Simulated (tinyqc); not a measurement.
# Thin-film transistor with exponential tail and deep states, accumulation layer: effect of the temperature

An undoped film in accumulation, thicker than the space-charge layer. With band bending psi the Fermi level lies E0 - psi below the band edge. Free electrons n = n0 exp(psi/Vt) carry the current; electrons in two exponential distributions of traps, a = a0 exp(psi/Va) and d = d0 exp(psi/Vp), do not. Linear regime, ohmic contacts, traps in equilibrium.

Va = kB Tt/q, Vp = kB Td/q; n0 = Nc exp(-E0/Vt), a0 = Nt th(T/Tt) exp(-E0/Va), d0 = Nd th(T/Td) exp(-E0/Vp), th(x) = pi x/sin(pi x). G(psi) = sum over the three kinds of c0 [V (exp(psi/V) - 1) - psi], field F = sqrt(2 q G/(eps0 eps_r)); Vg = psi + eps0 eps_r F/Ci at the surface. Total charge Q = Ci (Vg - psi_s); free charge Qf = q times the integral of n0 (exp(psi/Vt) - 1)/F over psi from 0 to psi_s; I = (W/L) mb Qf Vd; effective mobility mb Qf/Q. Nc, E0 and mb are held fixed.

Parameters, values chosen for the exercise; values close to those of amorphous silicon:
- eps_r = 11.8 (relative permittivity of the semiconductor)
- Nc = 5e19 cm^-3 (density of extended states)
- mb = 7.7 cm^2/(V s) (band mobility)
- Nt = 1e20 cm^-3 (total density of tail states)
- Tt = 310 K (characteristic temperature of the tail)
- Nd = 7.5e17 cm^-3 (total density of deep states)
- Td = 1080 K (characteristic temperature of the deep states)
- E0 = 0.67 eV (bulk Fermi level below the band edge)
- Ci = 35 nF/cm^2 (gate capacitance)
- WL = 2 (ratio W/L)
- Vd = 0.05 V (drain voltage)
- Vg = 7.3 V (gate voltage above flat band)

Constants: q = 1.602176634e-19 C, kB = 1.380649e-23 J/K, Vt = kB T/q, eps0 = 8.8541878128e-14 F/cm where lengths are in cm. Results are converted to the units shown.

Result of one run:

| E0 - psi_s (eV) | Q (nC/cm^2) | free share (%) | effective mobility (cm^2/(V s)) | I (nA) |
|---|---|---|---|---|
| 0.1008 | 235.6 | 1.023 | 0.07874 | 1.855 |

Which temperature T gave this result: 200, 220, 280 or 300 K?

T = 200 K.

The whole series:

| T (K) | E0 - psi_s (eV) | Q (nC/cm^2) | free share (%) | effective mobility (cm^2/(V s)) | I (nA) |
|---|---|---|---|---|---|
| 160 | 0.09211 | 235.3 | 0.3333 | 0.02567 | 0.6038 |
| 180 | 0.09602 | 235.4 | 0.6320 | 0.04866 | 1.146 |
| 200 | 0.1008 | 235.6 | 1.023 | 0.07874 | 1.855 |
| 220 | 0.1066 | 235.8 | 1.456 | 0.1121 | 2.643 |
| 240 | 0.1139 | 236.0 | 1.846 | 0.1422 | 3.356 |
| 260 | 0.1235 | 236.4 | 2.063 | 0.1589 | 3.755 |
| 280 | 0.1377 | 236.9 | 1.906 | 0.1467 | 3.476 |
| 300 | 0.1671 | 237.9 | 1.009 | 0.07772 | 1.849 |

As T goes from 160 to 300 K, the free share goes from 0.333 through a maximum of 2.06 (at T = 260 K among the rows listed) to 1.01 %, the distance of the Fermi level from the edge rises from 0.0921 to 0.167 eV and the current goes from 0.604 through a maximum of 3.76 (at T = 260 K among the rows listed) to 1.85 nA. The apparent activation energy between the first two rows is 0.0795 eV, against E0 - psi_s = 0.0921 eV there. For T = 260 to 300 K T is close to Tt, where the factor th overstates the trapped charge. For T = 220 to 300 K the th form, which assumes a Fermi level far below the edge, overcounts the filled tail at the surface by more than 15 %.

Numbers from tinyqc (`OMP_NUM_THREADS=1 python tinyqc.py 2610037 2610038 out.jsonl`; about 0.02 s on one thread of a shared Intel Xeon 2.30GHz).
